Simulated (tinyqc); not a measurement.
What each parameter does: donor level screened by free carriers (Yukawa potential).

Screening wave number: Debye ks^2 = 4 pi q n/(eps kB T); Thomas-Fermi ks^2 = 6 pi q n/(eps EF) with EF = c (3 pi^2 n/gv)^(2/3)/m, c = hbar^2/2m0; the two are joined by 1/ks^2 = sqrt(1/ks_D^4 + 1/ks_TF^4). 1e18/cm^3 = 1e-6/angstrom^3, q = e^2/(4 pi eps0).

Potential -(q/(eps r)) exp(-ks r), q = e^2/(4 pi eps0). In units Ry* = Ry m/eps^2 and a* = a0 eps/m the problem is [-Laplacian - 2 exp(-x r)/r] psi = E psi with x = ks a*.

Converged values use 18 functions exp(-z r), z = 1.55^i, i = -11 to 6: S = 2/A^3, H = z_i z_j S - 2/(A + x)^2, A = z_i + z_j.

Constants: e^2/(4 pi eps0) = 14.39964547 eV angstrom; kB = 8.617333262e-05 eV/K; hbar^2/2m0 = 3.80998211 eV angstrom^2; Ry = 13.60569312 eV; a0 (Bohr radius) = 0.5291772105 angstrom.

Parameters, chosen for this exercise (near those of a donor in Ge, with one mean mass; shifted at random, so the results belong to these values and not to a real crystal): m = 0.164 m0 (mass); eps = 16.4 (dielectric constant); gv = 4 (valleys); T = 200 K (temperature); n = 0.16 x 1e18/cm^3 (free-carrier density).

Ry* = Ry m/eps^2, a* = a0 eps/m, x = ks a* with the joined ks; converged binding.

Results for these values:
```
case,1/ks (angstrom),x,binding in Ry*,binding (meV)
base,99.1,0.534,0.266,2.20
```

What happens to each result for n = 0.08 x 1e18/cm^3, all else kept?

Answer: 1/ks rises from 99.1 to 139.9; x falls from 0.534 to 0.378; binding in Ry* rises from 0.266 to 0.421; binding rises from 2.20 to 3.49.

The same for each parameter in turn:
```
case,1/ks (angstrom),x,binding in Ry*,binding (meV)
base,99.1,0.534,0.266,2.20
n = 0.08 x 1e18/cm^3,139.9,0.378,0.421,3.49
T = 170 K,91.4,0.579,0.229,1.90
m = 0.184 m0,99.0,0.476,0.318,2.96
eps = 15.1,95.0,0.513,0.285,2.79
gv = 5,99.0,0.535,0.265,2.20
```

Run: tinyqc, `OMP_NUM_THREADS=1 python tinyqc.py 1251686 1251687 out.jsonl`; Intel(R) Xeon(R) Processor @ 2.30GHz, one thread, shared host; about 0.01 s of CPU time with all checks.
